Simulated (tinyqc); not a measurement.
Width and zero-phonon weight against temperature: configuration-coordinate model of a defect: Huang-Rhys factor and luminescence line shape. Computed by tinyqc, a small Python program. Command: `OMP_NUM_THREADS=1 python tinyqc.py 3027697 3027698 out.jsonl ccline walk`. One thread of a shared host (Intel(R) Xeon(R) Processor @ 2.30GHz), about 0.01 s of CPU time with the checks.

Ground state E_g(Q) = (1/2) omega_g^2 Q^2; excited state E_e(Q) = E_0 + (1/2) omega_e^2 (Q - dQ)^2 with omega_e = omega_g and E_0 = E_ZPL. Q is mass-weighted; the dipole does not depend on Q (Condon approximation).

Inputs (values chosen for the exercise, for a model defect): zero-phonon energy E_ZPL = 0.762 eV; displacement dQ = 0.495 u^(1/2) angstrom; ground-state phonon hbar omega_g = 55.7 meV.

Modes: equal frequencies in both states.

Constants: hbar^2/u = 4.18015928e-03 eV angstrom^2; k_B = 8.617333262e-05 eV/K.

Method:
- S = hbar omega dQ^2/(2 hbar^2/u) for each state; relaxation energy S hbar omega; absorption at E_0 + S_e hbar omega_e, emission at E_0 - S_g hbar omega_g; the Stokes shift is their difference.
- Overlaps <m_e|n_g> of harmonic-oscillator functions (Hermite recursion, positive leading coefficients) by a sum over an even grid (700 points from x = -9 to 9 + d for the small table, 1500 points from -16 to 16 + d for the thermal sums), with x = Q sqrt(omega_g/hbar), d = sqrt(2 S_g) and frequency ratio omega_e/omega_g.
- Initial levels m = 0..24 carry Boltzmann weights exp(-m hbar omega_e/k_B T), normalised; final levels n = 0..79; a line lies at E_ZPL + m hbar omega_e - n hbar omega_g with weight w_m <m|n>^2. Moments are taken over these weights without the E^3 factor; FWHM = 2 sqrt(2 ln 2) x standard deviation; the zero-phonon weight is the sum of w_m <m|m>^2.
- For comparison: FWHM(0) sqrt(coth(hbar omega_e/2 k_B T)) with FWHM(0) from the first row, and exp(-S_g coth(hbar omega_e/2 k_B T)).

S_g = 1.63246

Against temperature:
```
T (K)  mean energy (eV)  FWHM (eV)  coth law (eV)  zero-phonon weight  exp(-S coth)
32              0.67107    0.16758        0.16758             0.19545       0.19545
97              0.67107    0.16780        0.16780             0.19530       0.19463
190             0.67107    0.17326        0.17326             0.19164       0.17465
320             0.67107    0.19151        0.19151             0.18127       0.11862
520             0.67107    0.22552        0.22552             0.16656       0.05201
780             0.67107    0.26761        0.26761             0.15189       0.01556
1100            0.67107    0.31357        0.31357             0.13782       0.00330
```

What follows from these numbers?

The width grows by a factor 1.87, flat while k_B T is well below hbar omega and as sqrt(T) above; for equal frequencies the coth law is exact. The mean energy stays fixed, as it must for equal frequencies. The zero-phonon weight goes from 0.195 to 0.138; the single exponential assumes equal frequencies, leaves out lines that absorb and emit the same number of phonons, and falls to 0.00330.
